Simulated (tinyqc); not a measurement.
Off-state leakage of single and stacked transistors: one step of the calculation.

n-channel devices of unit width. Subthreshold current I(Vg, Vs, Vd) = I0 (T/300 K)^0.5 exp[(Vg - Vs - VT(T) - gb (Vs - Vb) + dd (Vd - Vs))/(nf Vt)] (1 - exp(-(Vd - Vs)/Vt)), VT(T) = VT - cT (T - 300 K). Gate-edge tunnelling Ig (Vd/1 V) exp(ag (Vd - 1 V)), for a gate at 0 V, and band-to-band leakage Ab u exp(-Bb/u), u = Vd - Vb + 1 V, flow at a drain held at V; both are taken as independent of T. In a stack of off transistors (all gates at 0 V) the same subthreshold current passes through each.

Task. Leakage of one transistor. Vg = Vs = 0, Vd = V; effective threshold VT(T) - gb Vb - dd V.

Values chosen for this exercise; values of the order met in bulk silicon logic transistors:
- T = 378 K (temperature)
- V = 1.1 V (supply voltage)
- VT = 0.4 V (threshold at 300 K, zero drain and body bias)
- cT = 0.9 mV/K (fall of the threshold with temperature)
- I0 = 0.19 uA/um (current at threshold at 300 K)
- nf = 1.52 (slope factor)
- dd = 0.15 (drain-induced lowering per volt)
- gb = 0.09 (rise of the threshold per volt of source-body bias)
- Ig = 0.0004 uA/um (gate-edge tunnelling current at 1 V)
- ag = 3.6 1/V (exponential slope of the gate current)
- Ab = 8 uA/(um V) (prefactor of band-to-band leakage at the drain)
- Bb = 23 V (its exponential voltage)
- Vb = 0 V (body voltage)

Constants: q = 1.602176634e-19 C, kB = 1.380649e-23 J/K, Vt = kB T/q. Results are converted to the units shown.

Give: effective threshold; parts; total; shares.

Result.

effective threshold = 0.1648 V
parts (nA/um): subthreshold 7.645, gate edge 0.6307, band-to-band 0.2943
total = 8.570 nA/um
shares (%): subthreshold 89.21, gate edge 7.359, band-to-band 3.434

The subthreshold part is the largest.

tinyqc, about 0.03 s, one thread, Intel Xeon 2.30GHz (shared host): `OMP_NUM_THREADS=1 python tinyqc.py 2242121 2242122 out.jsonl`
